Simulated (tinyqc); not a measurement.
Stark shift: graded (staircase) quantum well by finite differences.

Finite differences on points z_i at the centres of cells of width h: H_ii = (c/h^2)(1/m_(i-1/2) + 1/m_(i+1/2)) + V_i, H_(i,i+1) = -(c/h^2)/m_(i+1/2), where m_(i+1/2) is the mean of the masses at the two points (the end values are repeated outwards), psi = 0 on the points beyond both ends, c = hbar^2/2m0. The field adds e F (z - z0) with z0 the middle of the structure; 1 kV/cm = 1e-5 eV/angstrom.

Constants: hbar^2/2m0 = 3.80998211 eV angstrom^2.

Parameters, chosen for this exercise (out of a larger set: near those of an InGaAs well in InP; not measured data):
```
symbol  value                                                                                                                                            unit      meaning
layers  ((63, 0.258, 0.0816), (21, 0.115, 0.0589), (21, 0.029, 0.0453), (21, 0, 0.0408), (21, 0.029, 0.0453), (21, 0.115, 0.0589), (63, 0.258, 0.0816))            each layer: thickness in angstrom, band edge in eV, mass in m0
hf      1.3125                                                                                                                                           angstrom  cell width of the fine grid
Fs      (0, 11.7, 23.3, 35, 46.7, 58.3, 70)                                                                                                              kV/cm     fields
```

Fine grid. Perturbation theory: dE1 = e F z_11 - beta (e F)^2 with beta = sum_j z_1j^2/(E_j - E_1) over the 13 next levels at zero field, z from z0.

Levels against field:
```
F (kV/cm)  E1 (eV)  E2 (eV)  dE1 (meV)  second order (meV)  <z - z0> (angstrom)  E2 - E1 (meV)
0           0.0688   0.2092       0.00                0.00                  0.0          140.4
23.3        0.0686   0.2087      -0.22               -0.22                 -1.9          140.0
35.0        0.0683   0.2080      -0.50               -0.50                 -2.9          139.6
46.7        0.0679   0.2070      -0.89               -0.89                 -3.8          139.0
58.3        0.0674   0.2057      -1.39               -1.39                 -4.8          138.3
70.0        0.0668   0.2041      -2.01               -2.01                 -5.8          137.3
```

Give the missing row, F (kV/cm) = 11.7.

Computed row:
```
F (kV/cm)  E1 (eV)  E2 (eV)  dE1 (meV)  second order (meV)  <z - z0> (angstrom)  E2 - E1 (meV)
11.7        0.0688   0.2091      -0.06               -0.06                 -1.0          140.3
```

z_11 = 0.00 angstrom
beta = 4094 angstrom^2/eV

At zero field the state is centred, so the shift starts as F^2; it turns linear only if the state is pulled to one side. At 70 kV/cm E1 has moved by -2.01 meV, where second order gives -2.01 meV; they differ by 0.3 % there. The electron moves by -5.8 angstrom, against the rise of the potential. From 46.7 kV/cm on E2 lies above the lowest point of the outer barrier, so it is a resonance or a state of the finite grid, held or pushed up by its ends. E2 - E1 shrinks with the field; the ends are 140.4 and 137.3 meV.

Computed by tinyqc, a small Python program: `OMP_NUM_THREADS=1 python tinyqc.py 1252394 1252395 out.jsonl` (the numbers bound the seed that draws the inputs); one thread of a shared host (Intel(R) Xeon(R) Processor @ 2.30GHz), about 0.01 s for the whole set of steps.
